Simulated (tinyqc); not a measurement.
Five forms on the same table: equation-of-state fits to an energy-volume table made by a known binding curve. Computed by tinyqc, a small Python program. Command: `OMP_NUM_THREADS=1 python tinyqc.py 3003022 3003023 out.jsonl eosfit walk`. One thread of a shared host (Intel(R) Xeon(R) Processor @ 2.30GHz), about 0.02 s of CPU time with the checks.

With x = (V/V_0)^(1/3), the energy per atom is E = -D [1 + eta (x - 1)] exp(-eta (x - 1)), so that B0 = D eta^2/(9 V_0) and B' = 1 + 2 eta/3. B' = dB/dP at P = 0.

Inputs (values chosen for the exercise, for a model crystal):
```
quantity                                 value             unit
cohesive energy D                         7.48          eV/atom
true volume V_0                           33.8  angstrom^3/atom
stiffness eta                             7.75                -
half-width of the volume window w         0.08                -
shift of the window centre s             0.025                -
points N                                    11                -
compression V/V_0 for the pressure test    0.9                -
noise amplitude                           0.11              meV
```

Binding curve: universal binding. Noise: added.

Constants: 1 eV/angstrom^3 = 160.2176634 GPa.

Method:
- B0 and B' from the formulas above; P = -dE/dV at V = c V_0 (c the compression chosen), from the curve itself.
- Table: V_j = V_0 [1 + s + w (2 j/(N - 1) - 1)], j = 0..N-1, rounded to 0.001; E_j from the curve plus the noise amplitude times the listed numbers xi_j (xi_0 first), rounded to 1e-7 eV.
- Murnaghan: E = E0 + (B0 V/B') [(V0/V)^B'/(B' - 1) + 1] - B0 V0/(B' - 1), P = (B0/B') [(V0/V)^B' - 1].
- Birch-Murnaghan: E = E0 + (9 V0 B0/16) [y^3 B' + y^2 (2 - 4 y)], y = (V0/V)^(2/3) - 1; P = (3 B0/2) (x^7 - x^5) [1 + (3/4)(B' - 4)(x^2 - 1)], x = (V0/V)^(1/3).
- Vinet: E = E0 + (9 B0 V0/h^2) {1 + [h (1 - x) - 1] exp(h (1 - x))}, P = 3 B0 (1 - x) x^-2 exp(h (1 - x)), x = (V/V0)^(1/3), h = (3/2)(B' - 1).
- All are least-squares fits to the energies; for polynomials in V, B0 = V E'' and B' = -1 - V E'''/E'' at the minimum.

numbers xi_j, drawn evenly from -1 to 1: 0.9379  0.3842  0.9921  -0.0156  0.6342  0.4059  -0.8015  -0.1138  -0.9337  -0.9623  -0.6343

exact B0 = 236.623 GPa

exact B' = 6.16667

exact pressure at c V_0 = 34.3392 GPa

Table:
```
V (angstrom^3)      E (eV)
31.941          -7.3935194
32.482          -7.4382350
33.023          -7.4659488
33.563          -7.4787538
34.104          -7.4779539
34.645          -7.4652509
35.186          -7.4419719
35.727          -7.4089881
36.267          -7.3678288
36.808          -7.3190545
37.349          -7.2636557
```

Fitted values:
```
form             V0 (angstrom^3)  B0 (GPa)       B'  P at c V_0 (GPa)
exact                     33.800    236.62   6.1667            34.339
parabola in V             33.927    203.24  -1.0000                 -
cubic in V                33.815    238.53   5.1459                 -
Murnaghan                 33.797    235.63   6.4044            35.417
Birch-Murnaghan           33.801    236.41   6.1762            34.420
Vinet                     33.801    236.50   6.1517            34.309
```

In B0 the Vinet form comes closest (-0.05 %) and the parabola in V form misses most (-14.11 %). A parabola in V has no third derivative, so its B' is -1 by construction. At c V_0, beyond the window, the pressure errors are Murnaghan +3.1 %, Birch-Murnaghan +0.2 %, Vinet -0.1 %; Murnaghan keeps B linear in P and so runs too stiff under compression.

Extremes, crossings and ranges named in words are read from the listed rows.
